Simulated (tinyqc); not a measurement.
# Biaxially strained (001) channel, valley splitting in an inversion layer: effect of the germanium share of the relaxed buffer

A thin layer grown on a relaxed buffer is stretched in the plane. The two valleys with their long axis along the growth direction (D2) sink against the four in-plane ones (D4); confinement in a triangular well splits them too. Only the lowest subband of each set is kept; one relaxation time, so the weakening of intervalley scattering is left out.

e_par = b1 x, e_perp = -2 (c12/c11) e_par, splitting D = Xu (e_par - e_perp), in-plane stress (c11 + c12 - 2 c12^2/c11) e_par. Levels E(m) = 2.33811 (hbar^2 q^2 F^2/(2 m))^(1/3): E2 = E(ml), E4 = E(mt) + D; N2 = 2 mt kB T/(pi hbar^2), N4 = 4 sqrt(mt ml) kB T/(pi hbar^2). EF solves Ns = N2 ln(1 + exp((EF - E2)/Vt)) + N4 ln(1 + exp((EF - E4)/Vt)); f2 is the share in D2, and 1/mc = f2/mt + (1 - f2)(1/mt + 1/ml)/2. Critical thickness (Matthews-Blakeslee, 60-degree dislocations): h = bv (1 - nu/4)[ln(h/bv) + 1]/(4 pi e_par (1 + nu)), nu = c12/(c11 + c12). The gain is mc(x = 0)/mc.

Parameters, values chosen for the exercise; values close to those of silicon on relaxed silicon-germanium:
```
symbol   value   unit                      meaning
T          350      K                  temperature
b1      0.0418         lattice mismatch per unit x
c11        168    GPa             elastic constant
c12         64    GPa             elastic constant
Xu           9     eV  shear deformation potential
ml       0.906     m0            longitudinal mass
mt       0.186     m0              transverse mass
F         1.12  MV/cm              confining field
Ns      5.4e12  cm^-2            inversion density
bv       0.384     nm               Burgers vector
```

Constants: q = 1.602176634e-19 C, kB = 1.380649e-23 J/K, hbar = 1.054571817e-34 J s, m0 = 9.1093837015e-31 kg, Vt = kB T/q, hbar^2/(2 m0) = 0.0380998212 eV nm^2. Results are converted to the units shown.

The same in every row: f2 without strain = 0.9098.

Effect of the germanium share of the relaxed buffer:
```
x     D (meV)      f2  mc (m0)   gain  critical thickness (nm)
0.03    19.88  0.9497   0.1898  1.016                    119.9
0.09    59.65  0.9856   0.1871  1.031                    32.18
0.15    99.42  0.9961   0.1863  1.036                    17.05
0.21    139.2  0.9989   0.1861  1.037                    11.08
0.27    179.0  0.9997   0.1860  1.037                    7.967
0.33    218.7  0.9999   0.1860  1.037                    6.082
0.39    258.5   1.000   0.1860  1.037                    4.832
0.45    298.3   1.000   0.1860  1.037                    3.948
```

As x goes from 0.03 to 0.45, f2 rises from 0.950 to 1.00 (without strain: it stays at 0.910) and the gain rises from 1.02 to 1.04. The gain cannot pass 1.037, reached when D4 is empty, while the critical thickness falls from 120 to 3.95 nm.

Program tinyqc, `OMP_NUM_THREADS=1 python tinyqc.py 2530113 2530114 out.jsonl`; Intel Xeon 2.30GHz, shared host, one thread, about 0.01 s.
